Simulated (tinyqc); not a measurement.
Equal gaps, different models: fitting sp3s* parameters to three gaps by Newton steps.

sp3s* tight binding, nearest neighbours only: anion (a) at 0, cation (c) at a/4 (1,1,1), orbitals s, px, py, pz, s* on each; k in units of 2 pi/a. With phases e_j = exp(i (pi/2) k.n_j) for n = (1,1,1), (1,-1,-1), (-1,1,-1), (-1,-1,1): g0 = (e1+e2+e3+e4)/4, g1 = (e1+e2-e3-e4)/4, g2 = (e1-e2+e3-e4)/4, g3 = (e1-e2-e3+e4)/4. The diagonal holds the levels Esa, Epa, Exa (s*) and Esc, Epc, Exc. Anion-cation block: <sa|sc> = Vss g0; <sa|xc> = Vsapc g1; <xa|sc> = -Vscpa g1; <xa|xc> = Vxx g0; <xa|yc> = <ya|xc> = Vxy g3, <xa|zc> = <za|xc> = Vxy g2, <ya|zc> = <za|yc> = Vxy g1; <s*a|xc> = Vxapc g1; <xa|s*c> = -Vpaxc g1; y and z take g2 and g3 in place of g1; s-s* and s*-s* vanish.

Gaps are level 5 at Gamma, X = (1,0,0) and L = (1/2,1/2,1/2) less level 4 at Gamma; no spin-orbit coupling. Free parameters: Vss, Vsapc and Vpaxc. H is linear in them, so by Hellmann-Feynman J_ij = <u|dH/dp_j|u> for level 5 at point i less the same for level 4 at Gamma. Newton: p(new) = p + J^-1 (target - gaps); stop when all misses are below 1e-7 eV.

Constants: hbar^2/2m0 = 3.80998211 eV angstrom^2.

Inputs chosen for the exercise (out of a larger set: near a published set for InAs, fitted to gaps, whose masses and valley positions are rough; not measured data): p = (-9.575, 0.908, -2.723, 3.733, 7.404, 6.725, -5.592, 1.842, 4.463, 3.03, 5.42, 3.387, 3.914) eV (start, order Esa, Epa, Esc, Epc, Exa, Exc, Vss, Vxx, Vxy, Vsapc, Vscpa, Vxapc, Vpaxc); tg = (0.2392, 2.3778, 1.4224) eV (target gaps at Gamma, X, L); a = 6.054 angstrom (lattice constant).

The same three targets are met with other triples of free parameters (those for which Newton converges within 3 eV of the start). Not fitted: level 5 at K = (3/4,3/4,0) above Ev, the spacing of levels 6 and 5 at X, the depth of level 2 at X below Ev, the valence width at Gamma, and the mass c q^2/(E(q) - E(0)) of level 5 along [100], q = 0.002 (2 pi/a), c = hbar^2/2m0.

Unfitted results:

| free parameters | largest change (eV) | K (eV) | X spacing (eV) | level 2 at X (eV) | valence width (eV) | mass (m0) |
|---|---|---|---|---|---|---|
| start | 0.000 | 2.129 | 0.366 | 7.028 | 12.706 | 0.0298 |
| Vss, Vxapc, Vpaxc | 0.506 | 2.260 | 0.595 | 6.928 | 12.536 | 0.0170 |
| Esc, Vxapc, Vpaxc | 0.865 | 2.275 | 0.763 | 7.006 | 12.761 | 0.0172 |
| Vss, Vsapc, Vpaxc | 0.297 | 2.229 | 0.348 | 7.000 | 12.536 | 0.0166 |
| Esa, Vxapc, Vscpa | 0.746 | 2.238 | 0.411 | 7.236 | 13.281 | 0.0157 |
| Vss, Exa, Exc | 1.850 | 2.269 | 0.746 | 6.978 | 12.536 | 0.0170 |
| Esc, Vsapc, Exc | 1.484 | 2.257 | 0.584 | 7.124 | 12.761 | 0.0167 |

What can be read from this table?

All fitted rows have the same three gaps, yet they spread by 46 meV at K, 415 meV in the X spacing, 308 meV in level 2 at X, 746 meV in the valence width and 8.5 % in the mass. The smallest change of parameters, 0.297 eV, is that of Vss, Vsapc, Vpaxc. A fit fixes what it was given and leaves the rest to the choice of free parameters.

Program tinyqc; command `OMP_NUM_THREADS=1 python tinyqc.py 1482508 1482509 out.jsonl`; about 0.2 s on one thread of a shared Intel(R) Xeon(R) Processor @ 2.30GHz.
